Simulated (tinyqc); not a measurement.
Bandgap voltage reference from two bipolar transistors: one step of the calculation.

Two transistors of area 1 and N carry the same current I. Is(T) = Is (T/T0)^eta exp[(Vg0 q/kB)(1/T0 - 1/T)], VBE1 = Vt ln(I/Is(T)) + I rb, VBE2 = Vt ln(I/(N Is(T))) + I rb/N. The amplifier forces I R1(T) = VBE1 - VBE2 + Vos, with R(T) = R (1 + tc (T - T0)) for both resistors, and the output is Vref = VBE1 + I R2(T). Base currents and the Early effect are neglected.

Problem. Operating point at another temperature. Vt = kB T/q; I = (Vt ln N + Vos)/(R1(T) - rb (1 - 1/N)).

Parameters, values chosen for the exercise; values of the order met in silicon bipolar transistors:
- T0 = 300 K (reference temperature)
- Vg0 = 1.167 V (band-gap voltage extrapolated to 0 K)
- eta = 4 (temperature exponent of the saturation current)
- Is = 9.6e-17 A (saturation current of the unit transistor at T0)
- N = 10 (area ratio of the second transistor)
- R1 = 26 kohm (resistor across which the difference of VBE falls, at T0)
- tc = 0 ppm/K (temperature coefficient of both resistors)
- Vos = 0 mV (offset of the amplifier)
- rb = 75 ohm (series resistance of the unit transistor)
- R2 = 278.4 kohm (output resistor at T0)
- T = 333 K (temperature)

Constants: q = 1.602176634e-19 C, kB = 1.380649e-23 J/K. Results are converted to the units shown.

Wanted: Vt; I; Is(T); VBE1; I R2; Vref.

Solution.

Vt = 0.02870 V
I = 2.548 uA
Is(T) = 1.278e-14 A
VBE1 = 0.5486 V
I R2 = 0.7093 V
Vref = 1.258 V

From T0 to T, VBE1 changes by -69.4 mV and I R2 by 70.3 mV, which leaves 0.918 mV in Vref.

Computed by the program tinyqc: `OMP_NUM_THREADS=1 python tinyqc.py 2062075 2062076 out.jsonl`, one thread of a shared Intel Xeon 2.30GHz, about 0.02 s for the whole run.
